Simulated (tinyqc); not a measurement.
Reverse leakage of an n+-p junction: diffusion, generation, trap-assisted and band-to-band tunnelling: leakage components against the temperature.

One-sided abrupt junction in the depletion approximation, x from the junction (0) to W on the p side, field F = F0 (1 - x/W). Flat quasi-Fermi levels, long p side. Traps generate through SRH with both lifetimes shortened by 1 + Gamma (Hurkx enhancement, form for moderate fields); band-to-band generation is local and needs a total bending above Eg.

Nc and Nv are given at 358 K and scale as (T/358 K)^1.5; all else is held fixed. ni = sqrt(Nc Nv) exp(-Eg/(2 Vt)), Eg in volts; Vbi = Vt ln(Na Nd/ni^2); W = sqrt(2 eps0 eps_r (Vbi + VR)/(q Na)); F0 = 2 (Vbi + VR)/W; FG = sqrt(24 mt m0 (kB T)^3)/(q hbar); J_diff = q ni^2 sqrt(Dn/tau)(1 - exp(-VR/Vt))/Na. u = (Vbi + VR)(1 - x/W)^2, p = Na exp(-u/Vt), n = Nd exp((u - Vbi - VR)/Vt); G0 = ni^2 (1 - exp(-VR/Vt))/(tau (n + p + 2 ni cosh(Et/Vt))); Gamma = 2 sqrt(3 pi)(F/FG) exp((F/FG)^2); trap-assisted part G0 Gamma; G_bb = Ab F^2.5 exp(-Bb/F) with F in V/cm, zero unless Vbi + VR > Eg, and counted as zero under 1 cm^-3 s^-1. Currents are q times the integrals over 0 to W; J_bb under 1e-8 of J is printed as 0; rows with F0/FG above 2.2, beyond the range of this Gamma, are left out.

Inputs (values chosen for the exercise); band and dielectric values close to those of silicon:

| symbol | value | unit | meaning |
|---|---|---|---|
| Eg | 1.14 | eV | band gap |
| eps_r | 11.5 |  | relative permittivity |
| Nc | 3.7e19 | cm^-3 | conduction-band density of states at the reference temperature |
| Nv | 3.44e19 | cm^-3 | valence-band density of states at the reference temperature |
| Na | 1.2e17 | cm^-3 | acceptor density of the lighter side |
| Nd | 1e19 | cm^-3 | donor density of the heavier side |
| tau | 4e-8 | s | SRH lifetime of both carriers at zero field |
| Et | 0 | eV | trap level above the intrinsic level |
| mt | 0.25 | m0 | tunnelling mass |
| Dn | 14 | cm^2/s | electron diffusion coefficient on the lighter side |
| Ab | 7.5e14 | cm^-0.5 V^-2.5 s^-1 | band-to-band prefactor |
| Bb | 2.01e7 | V/cm | band-to-band field constant |
| VR | 1.5 | V | reverse bias |

Constants: q = 1.602176634e-19 C, kB = 1.380649e-23 J/K, hbar = 1.054571817e-34 J s, m0 = 9.1093837015e-31 kg, Vt = kB T/q, eps0 = 8.8541878128e-14 F/cm where lengths are in cm. Results are converted to the units shown.

The same in every row: J_bb (A/cm^2) = 0.

Leakage components against the temperature:

| T (K) | F0 (kV/cm) | F0/FG | J_diff (A/cm^2) | J_SRH (A/cm^2) | J_TAT (A/cm^2) | J (A/cm^2) | largest part |
|---|---|---|---|---|---|---|---|
| 220 | 309 | 1.34 | 5.66e-20 | 2.27e-11 | 3.03e-10 | 3.26e-10 | trap-assisted tunnelling |
| 250 | 308 | 1.10 | 1.13e-16 | 1.02e-9 | 8.24e-9 | 9.26e-9 | trap-assisted tunnelling |
| 280 | 307 | 0.922 | 4.60e-14 | 2.09e-8 | 1.17e-7 | 1.38e-7 | trap-assisted tunnelling |
| 310 | 305 | 0.788 | 6.04e-12 | 2.43e-7 | 1.03e-6 | 1.27e-6 | trap-assisted tunnelling |
| 340 | 304 | 0.682 | 3.44e-10 | 1.86e-6 | 6.25e-6 | 8.11e-6 | trap-assisted tunnelling |
| 370 | 302 | 0.598 | 1.04e-8 | 1.04e-5 | 2.88e-5 | 3.91e-5 | trap-assisted tunnelling |
| 400 | 300 | 0.529 | 1.92e-7 | 4.52e-5 | 1.06e-4 | 1.52e-4 | trap-assisted tunnelling |
| 430 | 299 | 0.472 | 2.40e-6 | 1.62e-4 | 3.28e-4 | 4.93e-4 | trap-assisted tunnelling |

What does the table show?

J rises from 3.26e-10 to 4.93e-4 A/cm^2. Trap-assisted tunnelling leads at T = 220 and in all other rows. Activation energies over the table: 1.22 eV for diffusion (Eg = 1.14 eV, raised by the T^3 of ni^2), 0.613 eV for SRH generation (Eg/2 + |Et| = 0.570 eV), 0.539 eV for the trap-assisted part, lower since Gamma grows on cooling; the total shows 0.529 eV at the cold end and 0.582 eV at the hot end.

Program tinyqc, `OMP_NUM_THREADS=1 python tinyqc.py 2290164 2290165 out.jsonl`; Intel Xeon 2.30GHz, shared host, one thread, about 0.01 s.
